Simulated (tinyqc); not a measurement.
From results back to parameters: Stoner model of a band ferromagnet.

Problem. The moment of the weak ferromagnet is given and I is hidden.

Density of states per atom and spin: flat with a rise to the top, D(e) = (M/W) [1 - sp + 4 sp (e/W + 1/2)^3]. Levels e -/+ I m/2 for up and down spin, m = n_up - n_down, n_up + n_down = nd. At zero temperature e(N) is the energy below which N states lie, and E(m) = sum over spins of integral e D de - I m^2/4.

Parameters, chosen for this exercise: W = 4.2 eV (band width, e from -W/2 to W/2); M = 5 (states per atom and spin); nd = 7.32 (electrons per atom); sp = 0.61 (shape parameter).

m = 1.11002 muB

Find: e(n_up), e(n_down); I.

Solution. n_up and n_down follow from nd and m; both bands share one Fermi level, so I = (e(n_up) - e(n_down))/m.

e(n_up), e(n_down) (eV): 1.848  1.404

I = 0.40 eV

(tinyqc, `OMP_NUM_THREADS=1 python tinyqc.py 1681285 1681286 out.jsonl`, Intel(R) Xeon(R) Processor @ 2.30GHz, 1 thread, shared host, about 0.2 s.)
